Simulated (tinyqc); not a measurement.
# Tunnelling through a gate dielectric, WKB transmission and Tsu-Esaki current: effects of single changes

Electrons leave the emitter at x = 0. Energies E (motion across the layers) are in eV from the emitter Fermi level; the collector Fermi level lies at -V and offers states at every E. No charge in the dielectric and no image force: F1 = V/t1, U = phi1 - F1 x. With C = hbar^2/(2 m0), kappa = sqrt(m (U - E)/C) where U > E and 0 elsewhere; T(E) = exp(-S), S = 2 times the integral of kappa over x.

Parameters, values chosen for the exercise; dielectric values close to those of silicon dioxide: temperature T = 400 K; Fermi energy of the emitter above its band bottom Ef = 0.14 eV; emitter mass in the supply function me = 1 m0; barrier of layer 1 above the emitter Fermi level at zero bias phi1 = 3.24 eV; tunnelling mass of layer 1 m1 = 0.5 m0; thickness of layer 1 t1 = 3.6 nm; voltage across the dielectric V = 4 V.

Constants: q = 1.602176634e-19 C, kB = 1.380649e-23 J/K, hbar = 1.054571817e-34 J s, m0 = 9.1093837015e-31 kg, Vt = kB T/q, hbar^2/(2 m0) = 0.0380998212 eV nm^2. Results are converted to the units shown.

Each table varies one quantity; the others keep the values above.

## Current against voltage

Each layer adds (2/F) sqrt(m/C) [G(u at its left edge) - G(u at its right edge)] to S, with u = U - E (0 where negative) and G(u) = (2/3) u^1.5. J = J0 times the integral of T(E) N(E) dE, N = ln[(1 + exp(-E/Vt))/(1 + exp((-E - V)/Vt))], J0 = q^2 me m0 kB T/(2 pi^2 hbar^3) (times 1e-4 for A/cm^2 per eV), from E = -Ef to far above the barrier (T = 1 there), by quadrature converged to the digits shown.

Current against voltage:
```
V (V)  S at E = 0   T(E = 0)  J (A/cm^2)  mean E of the current (eV)
0.2         46.22  8.476e-21   9.767e-13                    -0.05312
0.85        43.72  1.029e-19   1.176e-11                    -0.05182
1.5         41.00  1.563e-18   1.737e-10                    -0.04934
2.15        37.96  3.255e-17    3.489e-9                    -0.04558
2.8         34.41  1.143e-15    1.162e-7                    -0.03812
3.45        29.39  1.715e-13    1.558e-5                    -0.02056
4.1         24.73  1.812e-11    0.001749                    -0.03377
4.75        21.35  5.346e-10     0.05481                    -0.04204
5.4         18.78   6.984e-9      0.7558                    -0.04770
```

What does the comparison show?

J rises from 9.77e-13 to 0.756 A/cm^2, by 1.66 decades a volt between the first two rows and 1.75 between the last two. From V = 3.45 V on (among the rows) a band edge falls below the emitter Fermi level, so electrons at E = 0 no longer cross the full thickness. In 3 of the 9 rows the field exceeds 10 MV/cm (up to 15.0), more than most dielectrics sustain; the model ignores breakdown.

## Effect of the thickness t1 at fixed voltage

Same model as above.

Effect of the thickness t1 at fixed voltage:
```
t1 (nm)  S at E = 0   T(E = 0)  J (A/cm^2)  mean E of the current (eV)
2.2           15.49   1.868e-7       21.87                    -0.05427
2.7           19.01   5.522e-9      0.5945                    -0.04720
3.2           22.54  1.633e-10     0.01636                    -0.03926
3.7           26.06  4.827e-12    4.567e-4                    -0.03026
4.2           29.58  1.427e-13    1.295e-5                    -0.01999
4.7           33.10  4.219e-15    3.736e-7                   -0.008142
5.2           36.62  1.247e-16    1.101e-8                    0.005730
5.7           40.14  3.687e-18   3.324e-10                     0.02227
```

J falls from 21.9 to 3.32e-10 A/cm^2: 3.13 decades a nanometre between the first two rows and 3.04 between the last two. The exponent S alone gives dS/dt/ln 10 = 3.06 and 3.06. In 4 of the 8 rows the field exceeds 10 MV/cm (up to 18.2), more than most dielectrics sustain; the model ignores breakdown.

## A Fowler-Nordheim plot

The thickness is set to t1 = 7.2 nm and V = F t1. The closed formula is J = A F^2 exp(-B/F), A = q^2 me/(16 pi^2 hbar m1 phi1) (A/V^2 with phi1 in volts), B = (4/3) sqrt(m1/C) phi1^1.5 (V/nm), C = hbar^2/(2 m0); it assumes zero temperature, a deep Fermi sea and S linear in E.

Result of one run:
```
F (V/nm)  J (A/cm^2)  J by the formula (A/cm^2)  ln(J/F^2), F in V/cm
1.17        0.003412                   0.004555                -38.23
```

What becomes of these results when the field F is changed from 1.17 to 0.94 V/nm, all else the same?

Result of the changed run:
```
F (V/nm)  J (A/cm^2)  J by the formula (A/cm^2)  ln(J/F^2), F in V/cm
0.94        8.738e-6                   8.126e-6                -43.76
```

The whole series:
```
F (V/nm)  J (A/cm^2)  J by the formula (A/cm^2)  ln(J/F^2), F in V/cm
0.6        4.184e-13                  1.396e-13                -59.72
0.71       5.275e-10                  2.819e-10                -52.91
0.83        1.608e-7                   1.194e-7                -47.51
0.94        8.738e-6                   8.126e-6                -43.76
1.06        2.701e-4                   3.073e-4                -40.57
1.17        0.003412                   0.004555                -38.23
1.29         0.03335                    0.05200                -36.15
1.4           0.1920                     0.3406                -34.56
```

The slope of ln(J/F^2) against 1/F between the end rows is -26.42 V/nm, against B = 28.17 V/nm; read as B it gives phi1 = 3.10 eV. The integrated current is 3.00 times the formula in the first row and 44 % below it in the last. The shortfall in the last row comes from the shallow Fermi sea, which cuts off supply that the formula counts. The excess in the first row is thermal: at 20 K it is gone. In 4 of the 8 rows the field exceeds 10 MV/cm (up to 14.0), more than most dielectrics sustain; the model ignores breakdown.

Computed by the program tinyqc: `OMP_NUM_THREADS=1 python tinyqc.py 2540129 2540130 out.jsonl`, one thread of a shared Intel Xeon 2.30GHz, about 0.05 s for the whole run.
